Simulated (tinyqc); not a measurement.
Inside a calculation. Model: Deal-Grove kinetics of thermal oxidation of silicon. Computed by tinyqc, a small Python program that keeps every step. Command: `OMP_NUM_THREADS=1 python tinyqc.py 3030672 3030673 out.jsonl oxide walk`. One thread of a shared host (Intel(R) Xeon(R) Processor @ 2.30GHz), about 0.02 s of CPU time with the checks. Intermediate numbers are printed to about 7 digits and carried at full precision; extremes and crossings named in words are read from the listed rows.

Oxidant diffuses through the oxide and reacts at the interface, so that dx/dt = B/(A + 2x) for the oxide thickness x.

Inputs (values chosen for the exercise, close to those used for silicon): prefactor B0 = 380 um^2/h; activation energy E_B = 0.779 eV; prefactor (B/A)0 = 1.63e+08 um/h; activation energy E_A = 2.05 eV; temperature T = 925 C; oxidant pressure p = 1 atm; pressure exponent m of B/A = 1; initial oxide x_i = 0.1 um; time t = 0.63 h; field oxide beside the window x_f = 0.81 um.

Ambient: steam. Surface: (111). Extension: masking step.

Constants: k_B = 8.617333262e-05 eV/K.

## Rate constants

B = B0 p exp(-E_B/(k_B T)), B/A = (B/A)0 p^m exp(-E_A/(k_B T)), p in atm; A = B/(B/A). Temperatures in kelvin are T(C) + 273.15.

parabolic constant B = 0.2009444 um^2/h

linear constant B/A = 0.3883943 um/h

length A = 0.5173722 um

Reaction at the interface limits growth while x is well below A/2 = 0.259 um, diffusion once x is well above it.

## Thickness after the oxidation

tau = (x_i^2 + A x_i)/B and x = (A/2) [sqrt(1 + 4 B (t + tau)/A^2) - 1], the root of x^2 + A x = B (t + tau). Silicon consumed is 0.44 times the oxide grown; the rate is B/(A + 2x).

tau = 0.3072353 h

oxide thickness x = 0.2465373 um

silicon consumed = 0.06447642 um

final growth rate = 0.1988669 um/h

2x/A = 0.953: reaction and diffusion both resist, diffusion with a share 2x/(A + 2x) = 0.49.

## Full law against its linear and parabolic limits

Linear limit x = (B/A)(t + tau); parabolic limit x = sqrt(B (t + tau)).

Thickness (um):
```
t (h)      full  linear limit  parabolic limit      2x/A
0.05   0.113742       0.13875         0.267926  0.439692
0.1    0.126995       0.15817         0.286062  0.490924
0.25   0.164270       0.21643         0.334624  0.635017
0.5    0.219987       0.31353         0.402752  0.850401
1      0.315422       0.50772         0.512525  1.219323
2      0.469699       0.89612         0.680901  1.815709
4      0.706940       1.67291         0.930331  2.732809
8      1.058968       3.22648         1.292011  4.093639
16     1.569911       6.33364         1.810207  6.068786
32     2.302345      12.54795         2.547932  8.900147
```

Both limits lie above the full result, since each drops one resistance. The linear law overshoots by 22 % in the first row and 450 % in the last, the parabolic law by 140 % and 11 %. The better limit switches between 1 and 2 h; both give the same value where B (t + tau) = A^2, at 2x/A = sqrt5 - 1 = 1.24.

## A window beside field oxide

The same oxidation acts on the field oxide, with x_f in place of x_i. Each region consumes 0.44 times the oxide it grows; the step in the silicon surface is the difference, and the step in the oxide surface is (x_f(new) - 0.44 growth) against the same for the window, counted from the silicon surface before this oxidation.

field oxide afterwards = 0.8676731 um

step in the silicon = 0.03910027 um

step in the oxide surface = 0.6602360 um

The field oxide grows by 0.0577 um and the window by 0.147 um: the thicker film slows the oxidant.

Checks made by the program: closed form against Runge-Kutta integration of dx/dt (relative difference below 1e-10).
